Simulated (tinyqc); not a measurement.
Correction of a charged-defect supercell by a model charge and potential alignment (plane-averaged potentials). From exact correction back to dielectric constant eps. Computed by tinyqc, a small Python program. Command: `OMP_NUM_THREADS=1 python tinyqc.py 3111225 3111226 out.jsonl align inv`. One thread of a shared host (Intel(R) Xeon(R) Processor @ 2.30GHz), about 0.03 s of CPU time with the checks.

The "true" defect charge is (1 - x) q in a Gaussian of width sigma plus x q in one of width sigma_t, so the exact answer is known; the correction sees only a single model Gaussian of width sigma_m. A Gaussian of width s has the transform rho(G) = exp(-G^2 s^2/2), normalised to 1. A uniform background cancels q, so G = 0 is left out. Potentials are those felt by a unit positive charge. E_0 is the formation energy of the isolated defect, E_cell its value in the supercell, E_lat = E_iso - E_per of the model charge, C the true less the model potential far from the defect; the exact correction is E_0 - E_cell, and the error of a scheme is E_cell plus its correction less E_0.

Inputs (values chosen for the exercise, with screening close to that of silicon): defect charge q = -2 e; edge of the cubic cell L = 11 angstrom; width sigma of the true defect charge = 0.99 angstrom; share x of the charge in a wide tail = 0; width sigma_t of the tail = 1.6 angstrom; formation energy of the isolated defect E_0 = 3.11 eV.

Constants: e^2/(4 pi eps_0) = 14.39964548 eV angstrom.

Method. Periodic energy E_per = (2 pi q^2/(eps L^3)) (e^2/(4 pi eps_0)) sum_(G != 0) rho(G)^2/G^2, G = (2 pi/L)(n1, n2, n3), |n_i| <= 16. Isolated energy: two Gaussians of charges q_a, q_b and widths a, b interact by q_a q_b (e^2/(4 pi eps_0 eps)) sqrt(2/pi)/sqrt(a^2 + b^2), and the self-energy is half the sum over pairs. Supercell value E_cell = E_0 + E_per - E_iso for the true charge.

Problem. A run gave the result below. Find the dielectric constant eps, known to lie between 11 and 15.

exact correction = 0.5648175 eV

Solution.

Each step takes the trial c = (a f_b - b f_a)/(f_b - f_a), f being the result less the target and a, b, c the logarithms of the listed values; c replaces end b, the old b replaces a if the sign of f changed, and otherwise f_a is halved.

Scan of the range:
```
dielectric constant eps  exact correction (eV)
11.0                                  0.651081
11.6                                  0.617404
12.2                                  0.587040
12.8                                  0.559522
13.5                                  0.530510
14.2                                  0.504358
15.0                                  0.477459
```

False position (Illinois rule, in the logarithm of the input) inside the bracket:
```
step    end a    end b    trial  exact correction (eV)
1     12.2000  12.8000  12.6823               0.564715
2     12.2000  12.6823  12.6778               0.564915
3     12.6823  12.6778  12.6800               0.564817
4     12.6778  12.6800  12.6800               0.564818
```

Exact correction falls at every point of a 13-point scan of the range (every second point is shown), so one value fits; it is bracketed by 12.2 and 12.8. The scan shows a pure power law with exponent -1.0000, so scaling from any one row also gives the answer directly. Answer: dielectric constant eps = 12.68.
